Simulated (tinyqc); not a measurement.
Critical temperature from a phonon spectrum: McMillan, Allen-Dynes and the linearised Eliashberg equation: one step, computed by the program tinyqc.

alpha^2 F(omega) = sum_i (lambda_i omega_i/2) delta(omega - omega_i), so that lambda = 2 int alpha^2 F/omega d omega = sum_i lambda_i.

Problem. McMillan and Allen-Dynes. McMillan form: k_B T_c = (omega_log/1.2) exp[-1.04 (1 + lambda)/(lambda - mu* (1 + 0.62 lambda))]. Allen-Dynes multiplies it by f1 f2: f1 = [1 + (lambda/L1)^(3/2)]^(1/3), L1 = 2.46 (1 + 3.8 mu*); f2 = 1 + (omega_rms/omega_log - 1) lambda^2/(lambda^2 + L2^2), L2 = 1.82 (1 + 6.3 mu*) omega_rms/omega_log.

Inputs (values chosen for the exercise, for a model metal): Coulomb pseudopotential mu* = 0.1.

Peaks in alpha^2 F: two.

lambda = 0.836

omega_rms = 49.45960 meV

omega_log = 42.10035 meV

Constants: k_B = 8.617333262e-05 eV/K.

Give: T_c, McMillan form; f1; f2; T_c, Allen-Dynes.

Solution.

T_c, McMillan form = 24.984 K

f1 = 1.0392

f2 = 1.0095

T_c, Allen-Dynes = 26.210 K

The two corrections raise T_c by 4.9 %.
